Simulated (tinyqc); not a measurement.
A particle near a wafer in liquid: double-layer and van der Waals forces (DLVO), deposition barrier and removal: one step, computed by the program tinyqc.

Sphere and flat wall, Derjaguin approximation, constant potentials in the linear-superposition form, no retardation and no hydration force.

Question. Removing an attached particle. Adhesion F_a = A R/(6 h0^2) [1 + a^2/(R h0)] - kappa Z R exp(-kappa h0), a the contact radius. Drag in a shear flow F_d = 1.7 x 6 pi mu R^2 G, acting at 1.4 R; rolling starts when 1.4 R F_d = a F_a. Wall shear stress = mu G.

Inputs (values chosen for the exercise, of the order of those for alumina on silica in water): particle radius R = 170 nm; Hamaker constant A = 1.1e-20 J; temperature T = 343 K; contact distance h0 = 0.4 nm; contact radius over R = 0.099; viscosity = 0.64 mPa s.

kappa = 0.1924611 1/nm

Z = -14.55320 pN

Give: van der Waals adhesion; net adhesion F_a; wall shear stress for rolling; shear rate G.

Answer.

van der Waals adhesion = 10062 pN

net adhesion F_a = 10503 pN

wall shear stress for rolling = 802.0 Pa

shear rate G = 1.253e+06 1/s
